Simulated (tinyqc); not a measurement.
# Resistance of a source-drain extension with a graded tip: two studies

y runs along the channel, the gate covers y > 0. The doping is N0 for y < y0 and N0 10^(-(y - y0)/la) beyond, uniform over the depth xj. Sheet conductance s(y) = q mu(N) max(N - Nch, 0) xj + (for y > 0) ma Cox Vo, with mu(N) = u0 + (u1 - u0)/(1 + (N/Nr)^au) and Cox = eps0 eox/tox. Current is taken as one-dimensional; depletion of the tip, spreading and the contact are left out. The metallurgical junction lies at yj, where N = Nch.

Values chosen for this exercise; mobility law close to that of holes in silicon: relative permittivity of the gate insulator (close to zirconium oxide) eox = 25.1; insulator thickness tox = 11 nm; active doping of the extension far from the gate N0 = 5.8e19 cm^-3; lateral abruptness la = 6.8 nm/decade; position under the gate where the fall begins (gate edge at 0) y0 = 0.2 nm; depth of the extension xj = 12 nm; channel doping Nch = 3.5e17 cm^-3; spacer length Ls = 7 nm; gate overdrive Vo = 0.74 V; mobility of the gate-induced layer ma = 48 cm^2/(V s); mobility at low doping u1 = 470.5 cm^2/(V s); mobility at high doping u0 = 44.9 cm^2/(V s); reference doping Nr = 2.23e17 cm^-3; exponent au = 0.719; gate length Lg = 90 nm.

Constants: q = 1.602176634e-19 C, eps0 = 8.8541878128e-14 F/cm where lengths are in cm. Results are converted to the units shown.

Each table varies one quantity; the others keep the values above.

## Abruptness at a fixed junction position

R_spacer = integral of dy/s from -Ls to 0, R_ov from 0 to yj, R_channel = (Lg - 2 yj)/(ma Cox Vo), R_total = 2 R_spacer + 2 R_ov + R_channel. Electrical length L_eff = ma Cox dR_total/d(1/Vo); R_series = R_total - L_eff/(ma Cox Vo). y0 is moved with la so that yj stays at 15.292 nm.

The same in every row: yj (nm) = 15.29; R_channel (ohm um) = 828.0.

Abruptness at a fixed junction position:

| la (nm/decade) | R_spacer (ohm um) | R_ov (ohm um) | R_total (ohm um) | L_eff (nm) | R_series (ohm um) |
|---|---|---|---|---|---|
| 1 | 12.01 | 35.91 | 923.8 | 61.22 | 70.66 |
| 2.2 | 12.01 | 50.97 | 953.9 | 62.95 | 76.68 |
| 3.4 | 12.01 | 66.02 | 984.0 | 64.68 | 82.71 |
| 4.6 | 12.01 | 81.08 | 1014 | 66.41 | 88.73 |
| 5.8 | 12.01 | 96.13 | 1044 | 68.14 | 94.76 |
| 7 | 12.03 | 111.2 | 1074 | 69.87 | 100.8 |
| 8.2 | 14.35 | 124.5 | 1106 | 71.53 | 109.0 |
| 9.4 | 20.84 | 135.2 | 1140 | 73.03 | 122.3 |

What does the table show?

As la goes from 1 to 9.4 nm/decade, R_total rises from 924 to 1140 ohm um, R_spacer rises from 12.0 to 20.8 ohm um and R_ov rises from 35.9 to 135 ohm um. R_total changes on average by 25.7 ohm um for each nm/decade. L_eff exceeds the metallurgical length by 1.81 nm in the first row and 13.6 nm in the last, since the gate also controls the lightly doped tips.

## Effect of the depth of the extension

Same model as above.

The same in every row: yj (nm) = 15.29; R_channel (ohm um) = 828.0.

Results:

| xj (nm) | R_spacer (ohm um) | R_ov (ohm um) | R_total (ohm um) | L_eff (nm) | R_series (ohm um) |
|---|---|---|---|---|---|
| 4 | 36.04 | 149.2 | 1198 | 75.91 | 140.7 |
| 5.6 | 25.74 | 137.3 | 1154 | 73.89 | 124.3 |
| 11 | 13.11 | 112.0 | 1078 | 70.04 | 102.1 |
| 15 | 9.611 | 100.3 | 1048 | 68.43 | 94.12 |
| 21 | 6.865 | 87.86 | 1017 | 66.84 | 86.00 |
| 29 | 4.971 | 76.49 | 990.9 | 65.48 | 78.37 |
| 40 | 3.604 | 65.87 | 966.9 | 64.31 | 70.78 |

Estimate the missing row, xj = 7.7 nm.

Computed row:

| xj (nm) | R_spacer (ohm um) | R_ov (ohm um) | R_total (ohm um) | L_eff (nm) | R_series (ohm um) |
|---|---|---|---|---|---|
| 7.7 | 18.72 | 125.5 | 1116 | 72.03 | 112.6 |

With this row back in the table: As xj goes from 4 to 40, R_total falls from 1200 to 967 ohm um, L_eff falls from 75.9 to 64.3 nm and R_series falls from 141 to 70.8 ohm um.

tinyqc, about 0.04 s, one thread, Intel Xeon 2.30GHz (shared host): `OMP_NUM_THREADS=1 python tinyqc.py 2282268 2282269 out.jsonl`
